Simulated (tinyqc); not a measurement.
Domain walls in a thin film with perpendicular anisotropy: Bloch, Neel and chiral walls, motion and stripe domains: one step, computed by the program tinyqc.

One-dimensional wall: polar angle theta(x), azimuth phi of the moment in the wall (phi = 0 Neel, 90 degrees Bloch). mu_0 = 1.25663706212e-6 T m/A, gamma = 1.76085963023e11 rad/(s T).

Task: Walker breakdown. Field drive: steady motion v = gamma Delta B/alpha needs B = (alpha/2) [2 B_D sin(phi) - B_K sin(2 phi)] in size, B_K = 2 K_D/M_s, B_D = pi D/(2 M_s Delta), with phi moving from its rest value; the Walker field B_W is the largest value of |B_D sin(phi) - (B_K/2) sin(2 phi)| times alpha, reached at cos(phi) = [d - sqrt(d^2 + 8)]/4, d = B_D/B_K. Far above B_W/alpha, v = gamma Delta B alpha/(1 + alpha^2); this is used for all B above B_W.

Inputs (values chosen for the exercise, for a model film):

| quantity | value | unit |
|---|---|---|
| saturation magnetisation M_s | 1330 | kA/m |
| DMI constant D | 0.89 | mJ/m^2 |
| damping alpha | 0.012 | - |
| field mu_0 H_z | 4.2 | mT |

Drive: magnetic field.

K_D = 68.02471 kJ/m^3

width parameter Delta = 7.209780 nm

Give: B_K; B_D; Walker field B_W; velocity at B_W; velocity at B.

Result:

B_K = 102.3 mT

B_D = 145.8 mT

Walker field B_W = 2.056 mT

velocity at B_W = 217.5 m/s

velocity at B = 0.06398 m/s

B is above B_W: the wall moment precesses, and the far-field formula is used. Without D, B_W would be alpha B_K/2 = 0.614 mT, so D raises it 3.4 times. Caution: below about 3 B_W/alpha the mean velocity lies above the far-field formula, by a factor of roughly 1 + (B_W/(alpha B))^2/2.
